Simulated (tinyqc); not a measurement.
Monte Carlo simulation of one carrier in a uniform electric field: one step, computed by the program tinyqc. Command: `OMP_NUM_THREADS=1 python tinyqc.py 3008191 3008192 out.jsonl mcfl walk`. One thread of a shared host (Intel(R) Xeon(R) Processor @ 2.30GHz), about 1 s of CPU time with the checks.

The force e F acts along +z. Flights end at the constant total rate Gamma; the part of Gamma that the real rates do not fill is self-scattering, which leaves k unchanged. One valley, no impurities; equivalent final valleys enter only through Z_f in the optical rate.

Question. Flight 2. Kane band: hbar^2 k^2/(2 m) = E (1 + alpha E), speed v = hbar k/(m (1 + 2 alpha E)), states per spin, volume and energy g(E) = m k (1 + 2 alpha E)/(2 pi^2 hbar^2); overlap factors are set to 1. Masses are multiplied by m_0 and all formulas are in SI units. Flight: t = -ln(r1)/Gamma; k_z grows by e F t/hbar; E follows from the band; dz = (E_end - E_start)/(e F). Use row 2 of the random numbers.

Inputs (values chosen for the exercise, modelled on electrons in germanium):
```
quantity                value   unit
effective mass m        0.221    m_0
non-parabolicity alpha    0.6   1/eV
lattice temperature T     300      K
electric field F          9.9  kV/cm
```

Crystal: non-polar. Band: Kane.

k after event 1, the start of the next flight (1/nm): 0.2236396  -0.1817211  -0.3977348

Random numbers (0.02 to 0.98, from up to 60 sets tried for early real events), one row a flight:
```
       r1      r2      r3      r4
1  0.6522  0.0249  0.9049  0.8914
2  0.4975  0.5956  0.0836  0.4792
3  0.7169  0.5719  0.3739  0.9584
4  0.9462  0.5755  0.9022  0.9030
5  0.9373  0.7633  0.1004  0.4084
6  0.5811  0.5886  0.2171  0.3009
7  0.3198  0.7789  0.9019  0.5266
```

Gamma = 53.38383 1e12/s

Constants: e = 1.602176634e-19 C; hbar = 1.054571817e-34 J s; m_0 = 9.1093837015e-31 kg.

Give: flight time t; k at the end of the flight; energy at the end; displacement dz.

Answer.

flight time t = 13.08 fs

k at the end of the flight (1/nm): 0.2236  -0.1817  -0.3781

energy at the end = 38.09 meV

displacement dz = -2.538 nm
